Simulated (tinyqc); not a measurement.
What moves the minority density and the gain: heavy doping: gap narrowing, degeneracy and the minority density.

F_j(eta) = (1/Gamma(j + 1)) integral_0^infinity x^j dx/(1 + exp(x - eta)), which tends to exp(eta) for eta << 0.

Empirical narrowing (Slotboom form, constants chosen for the exercise; published fits of this form give the apparent narrowing, here it is taken as the true one): dEg = E0 [ln(N/N0) + sqrt(ln(N/N0)^2 + C)].

Majority: N = Nc F_1/2(eta), eta the distance of EF beyond the majority band edge in kT. Degeneracy factor gam = F_1/2(eta)/exp(eta). ni0^2 = Nc Nv exp(-Eg/kT); product n p = ni0^2 gam exp(dEg/kT), dEg the true narrowing; apparent narrowing dEa = dEg + kT ln gam; minority density = n p/N.

Bipolar transistor with N as emitter doping: beta = K (N/NB) exp((dEa_B + dG - dEa_E)/kT), dEa_E = dEg(N) + kT ln gam, dEa_B = dEg(NB). For the sweep in T, Nc is scaled as (T/T0)^(3/2) from its value at T0 = T.

Constants: kB = 8.617333262e-05 eV/K.

Inputs chosen for the exercise (gap and densities of states near those of Si at this temperature; narrowing constants near the fits for Si; not measured data): Eg = 1.114 eV (gap); Nc = 2.85e+19 1/cm^3 (conduction-band density of states); Nv = 1.17e+19 1/cm^3 (valence-band density of states); T = 300 K; E0 = 6.82 meV (narrowing scale); N0 = 1.3e+17 1/cm^3 (onset density); C = 0.5 (smoothing constant); N = 1.5e+18 1/cm^3 (ionised donors, equal to the majority density); NB = 2e+17 1/cm^3 (base doping); K = 1.7 (ratio (D_B W_E)/(D_E W_B)); dG = 50 meV (extra narrowing of the base by alloying).

All results formed anew. Each row changes one parameter from the base and keeps the others.

Results:
```
case                 dEg (meV)  dEa (meV)  minority (1/cm^3)  beta
base                     34.04      33.56                157  33.6
N = 3e+18 1/cm^3         43.35      42.39                111  47.7
E0 = 8.184 meV           40.85      40.37                205  27.6
N0 = 2.6e+17 1/cm^3      24.84      24.36                110  39.1
Eg = 1.134 eV            34.04      33.56               72.5  33.6
Nc = 3.7e+19 1/cm^3      34.04      33.67                205  33.4
NB = 4e+17 1/cm^3        34.04      33.56                157  23.0
```

The largest shifts from the base row, up to three for each result and ties (the steps differ in size, so this ranks the rows, not the parameters). dEg (meV): N +9.31, N0 -9.20, E0 +6.81; unchanged at the printed digits by Eg, Nc and NB. dEa (meV): N0 -9.20, N +8.83, E0 +6.81; unchanged at the printed digits by Eg and NB. minority (1/cm^3): Eg -84.7, Nc +47.7, E0 +47.4; unchanged at the printed digits by NB. beta: N +14.1, NB -10.6, E0 -6.00; unchanged at the printed digits by Eg.

Computed by tinyqc, a small Python program: `OMP_NUM_THREADS=1 python tinyqc.py 1682719 1682720 out.jsonl` (the numbers bound the seed that draws the inputs); one thread of a shared host (Intel(R) Xeon(R) Processor @ 2.30GHz), about 0.01 s for the whole set of steps.
